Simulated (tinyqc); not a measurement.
Keating valence-force model of a tetrahedral crystal: one step, computed by the program tinyqc. Command: `OMP_NUM_THREADS=1 python tinyqc.py 3006962 3006963 out.jsonl keating walk`. One thread of a shared host (Intel(R) Xeon(R) Processor @ 2.30GHz), about 0.02 s of CPU time with the checks.

Atom A sits at 0 and atom B at a/4 (1,1,1) of an fcc lattice; the four bonds from A are t = a/4 (1,1,1), a/4 (1,-1,-1), a/4 (-1,1,-1), a/4 (-1,-1,1), of length d = sqrt(3) a/4. Energy: E = (3 alpha/(8 d^2)) sum over bonds (r.r - d^2)^2 + (3 beta/(8 d^2)) sum over pairs of bonds at one atom (r_i.r_j + d^2/3)^2, with beta_A for the six pairs at A and beta_B for the six at B. The cell holds two atoms, Omega = a^3/4. 1 N/m = 1 J/m^2.

Question. Frequencies at the zone boundary. With displacements u exp(i q.r), each bracket changes by g.u, where g = (g_A, g_B): bond t, g = (-2 t, 2 t exp(i q.t)); pair (i, j) at A, g = (-(t_i + t_j), t_i exp(i q.t_j) + t_j exp(i q.t_i)); pair at B, g = (-t_i exp(-i q.t_j) - t_j exp(-i q.t_i), t_i + t_j). Then D_mn = sum over the 4 bonds and 12 pairs of (4 k/a^2) conj(g_m) g_n / sqrt(M_m M_n), with k = alpha or beta converted to eV/angstrom^2. Only the short-range forces enter; the Coulomb field of the charges is left out. An eigenvalue lambda of D in eV/(angstrom^2 u) gives nu = 15.6333042 THz x sqrt(lambda).

Inputs (values chosen for the exercise, for a model crystal):

| quantity | value | unit |
|---|---|---|
| mass M_A | 23.5 | u |
| mass M_B | 65.9 | u |
| bond stretching alpha | 128 | N/m |
| bond bending beta_A | 32.2 | N/m |
| bond bending beta_B | 31.1 | N/m |

Structure: zinc blende.

Constants: nu for 1 eV/(angstrom^2 u) = 15.6333042 THz; 1 eV/angstrom^2 = 16.02176634 J/m^2.

Give: Frequencies (THz) at points given in 2 pi/a.

Answer.

Frequencies (THz) at points given in 2 pi/a:

| point | nu 1 | nu 2 | nu 3 | nu 4 | nu 5 | nu 6 |
|---|---|---|---|---|---|---|
| X (1, 0, 0) | 8.9956 | 8.996 | 13.328 | 21.941 | 21.941 | 22.255 |
| L (0.5, 0.5, 0.5) | 6.4860 | 6.486 | 12.963 | 21.846 | 22.810 | 22.810 |
| W (1, 0.5, 0) | 9.6136 | 10.268 | 12.158 | 20.360 | 22.062 | 23.466 |
| K (0.75, 0.75, 0) | 8.3655 | 10.614 | 12.422 | 20.566 | 22.189 | 23.301 |

At X the two longitudinal modes are split (13.33 and 22.25 THz) because each moves one sublattice alone.
